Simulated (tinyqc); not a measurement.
Lifetime against injection: carrier lifetime from Shockley-Read-Hall, radiative, Auger and surface recombination. Computed by tinyqc, a small Python program. Command: `OMP_NUM_THREADS=1 python tinyqc.py 3013665 3013666 out.jsonl lifetime walk`. One thread of a shared host (Intel(R) Xeon(R) Processor @ 2.30GHz), about 0.02 s of CPU time with the checks.

Energies are counted from the top of the valence band. Boltzmann statistics, full ionisation, and equal excess densities of electrons and holes.

Inputs (values chosen for the exercise, with bands modelled on GaSb):

| quantity | value | unit |
|---|---|---|
| gap E_g | 0.738 | eV |
| electron mass m_e | 0.0404 | m_0 |
| valleys M_c | 1 | - |
| hole mass m_h | 0.398 | m_0 |
| temperature T | 300 | K |
| doping N | 7.3e+16 | cm^-3 |
| trap level E_t | 0.346 | eV |
| trap density N_t | 5.8e+12 | cm^-3 |
| electron cross-section sigma_n | 3.8e-16 | cm^2 |
| hole cross-section sigma_p | 2e-15 | cm^2 |
| radiative coefficient B | 2e-11 | cm^3/s |
| Auger coefficient C_n | 4.3e-30 | cm^6/s |
| Auger coefficient C_p | 2.2e-31 | cm^6/s |
| diffusion coefficient D | 33 | cm^2/s |
| surface velocity S | 14 | cm/s |
| thickness W | 170 | micrometre |

Doping: p-type. Surface term: two equal surfaces.

Constants: m_0 = 9.1093837015e-31 kg; k_B = 1.380649e-23 J/K; h = 6.62607015e-34 J s; k_B = 8.617333262e-05 eV/K.

Method:
- N_c = 2 M_c (2 pi m_e k_B T/h^2)^(3/2) and N_v = 2 (2 pi m_h k_B T/h^2)^(3/2), masses in units of m_0.
- n_i = sqrt(N_c N_v) exp(-E_g/2 k_B T); majority density N/2 + sqrt(N^2/4 + n_i^2), minority density n_i^2 over it.
- v = sqrt(3 k_B T/m) with m_e or m_h; tau_n0 = 1/(sigma_n v_n N_t), tau_p0 = 1/(sigma_p v_p N_t); n1 = N_c exp(-(E_g - E_t)/k_B T), p1 = N_v exp(-E_t/k_B T).
- The slowest diffusion mode has x tan x = S W/(2 D) with 0 < x < pi/2 (bisection), and tau_s = W^2/(4 x^2 D). The common approximation is W/(2 S) + W^2/(pi^2 D).
- With n = n_0 + dn, p = p_0 + dn and U/dn = 1/tau: (n p - n_i^2)/dn = n_0 + p_0 + dn = s; 1/tau_SRH = s/[tau_p0 (n + n1) + tau_n0 (p + p1)]; 1/tau_rad = B s; 1/tau_Aug = (C_n n + C_p p) s; the rates add, with 1/tau_s.
- Rows stop below half the smaller effective density of states.

N_c = 2.03772e+17 cm^-3

N_v = 6.30081e+18 cm^-3

n_0 = 7.03661e+06 cm^-3

p_0 = 7.30000e+16 cm^-3

tau_p0 = 4.65656e-06 s

n1 = 5.29461e+10 cm^-3

tau_n0 = 7.80838e-06 s

p1 = 9.70180e+12 cm^-3

tau_s = 6.07873e-04 s

Lifetimes (s):

| dn (cm^-3) | SRH | radiative | Auger | effective | radiative efficiency | fastest channel |
|---|---|---|---|---|---|---|
| 1.00e+10 | 7.8094e-06 | 6.8493e-07 | 8.5296e-04 | 6.2859e-07 | 0.91774 | radiative |
| 1.00e+11 | 7.8094e-06 | 6.8493e-07 | 8.5294e-04 | 6.2859e-07 | 0.91774 | radiative |
| 1.00e+12 | 7.8095e-06 | 6.8492e-07 | 8.5271e-04 | 6.2858e-07 | 0.91774 | radiative |
| 1.00e+13 | 7.8101e-06 | 6.8484e-07 | 8.5046e-04 | 6.2851e-07 | 0.91775 | radiative |
| 1.00e+14 | 7.8158e-06 | 6.8399e-07 | 8.2848e-04 | 6.2783e-07 | 0.91788 | radiative |
| 1.00e+15 | 7.8723e-06 | 6.7568e-07 | 6.5663e-04 | 6.2104e-07 | 0.91914 | radiative |
| 1.00e+16 | 8.3703e-06 | 6.0241e-07 | 1.9667e-04 | 5.5985e-07 | 0.92935 | radiative |
| 1.00e+17 | 1.0500e-05 | 2.8902e-07 | 1.2350e-05 | 2.7489e-07 | 0.95111 | radiative |

tau_SRH goes from 7.81e-6 s at low injection (the minority capture time, 7.81e-6 s) to 1.05e-5 s in the last row; at high injection it tends to tau_n0 + tau_p0 = 1.25e-5 s. Ruling channel by row: radiative from 1e10 cm^-3.

Extremes, crossings and ranges named in words are read from the listed rows.
